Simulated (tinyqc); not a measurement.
Order-disorder in a binary alloy on two sublattices: Bragg-Williams and pair (quasi-chemical) approximations: one step, computed by the program tinyqc.

All z = 6 neighbours of a site lie on the other sublattice. B fills the sublattices with x + eta/2 and x - eta/2; energies are per site, from the pure components: u = -z w y with y the probability of an A-B bond taken in one order.

Task: Energy, entropy and site fractions. a = x + eta/2, b = x - eta/2; u = -z w [x (1 - x) + eta^2/4]; s/k_B = [s2(a) + s2(b)]/2, s2(c) = -c ln c - (1 - c) ln(1 - c); gain on ordering = f(eta) - f(0), f = u - T s. Superlattice over fundamental intensity = [eta (f_B - f_A)/2]^2/[(1 - x) f_A + x f_B]^2.

Inputs (values chosen for the exercise, for a model alloy): ordering energy w = (e_AA + e_BB)/2 - e_AB = 35.1 meV; fraction x of B = 0.46; temperature T = 855 K.

Lattice: simple cubic (z = 6).

scattering factors f_A, f_B (electrons): [31, 79]

order parameter eta = 0.8008962

Constants: k_B = 8.617333262e-05 eV/K.

Give: B fraction on its own sublattice; B fraction on the A sublattice; energy u; entropy s; gain on ordering; intensity ratio.

Result:

B fraction on its own sublattice = 0.8604

B fraction on the A sublattice = 0.05955

energy u = -86.08 meV/site

entropy s = 0.3149 k_B/site

gain on ordering = -6.142 meV/site

intensity ratio = 0.1311

A on the B sublattice: 0.1396, of which 0.0800 is forced by composition. Caution: T is near or above the T_c of the better pair approximation, so the true long-range order is lower than Bragg-Williams gives.
